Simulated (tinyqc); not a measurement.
What each parameter does: finite square well with mass mismatch (envelope functions).

A square well of width L and depth V0, mass mw inside and mb outside, energies from the bottom of the well, c = hbar^2/2m0. k = sqrt(mw E/c), kappa = sqrt(mb (V0 - E)/c). psi and psi'/m are continuous at the walls (BenDaniel-Duke), so level n solves k L + 2 atan[(k/mw)/(kappa/mb)] = n pi.

Constants: hbar^2/2m0 = 3.80998211 eV angstrom^2.

Inputs chosen for the exercise (near those of the heavy valleys of a Si film in SiO2; shifted at random, so the results belong to these values and not to a real crystal):

| symbol | value | unit | meaning |
|---|---|---|---|
| L | 47 | angstrom | well width |
| V0 | 3.08 | eV | barrier height |
| mw | 0.928 | m0 | mass in the well |
| mb | 0.485 | m0 | mass in the barrier |

Parabolic bands. Pb is the probability of level 1 in the barriers, (A^2/kappa)/(A^2/kappa + L/2 + sin(kL)/(2k)) with A = cos(kL/2).

One parameter was then changed.

Results before and after:

| case | E1 (eV) | bound levels | Pb | V0 - E1 (eV) |
|---|---|---|---|---|
| base | 0.0171 | 13 | 0.0002 | 3.0629 |
| changed | 0.0170 | 12 | 0.0002 | 2.6010 |

Which of these changes was made? (a) V0 = 2.618 eV; (b) mw = 0.8352 m0; (c) L = 52 angstrom; (d) mb = 0.6062 m0.

Answer: (a) V0 = 2.618 eV. Of the candidates, run in turn, only this one gives the changed row.

All candidates:

| case | E1 (eV) | bound levels | Pb | V0 - E1 (eV) |
|---|---|---|---|---|
| base | 0.0171 | 13 | 0.0002 | 3.0629 |
| L = 52 angstrom | 0.0141 | 15 | 0.0001 | 3.0659 |
| V0 = 2.618 eV | 0.0170 | 12 | 0.0002 | 2.6010 |
| mw = 0.8352 m0 | 0.0189 | 13 | 0.0002 | 3.0611 |
| mb = 0.6062 m0 | 0.0170 | 13 | 0.0002 | 3.0630 |

Run: tinyqc, `OMP_NUM_THREADS=1 python tinyqc.py 1252082 1252083 out.jsonl`; Intel(R) Xeon(R) Processor @ 2.30GHz, one thread, shared host; about 0.01 s of CPU time with all checks.
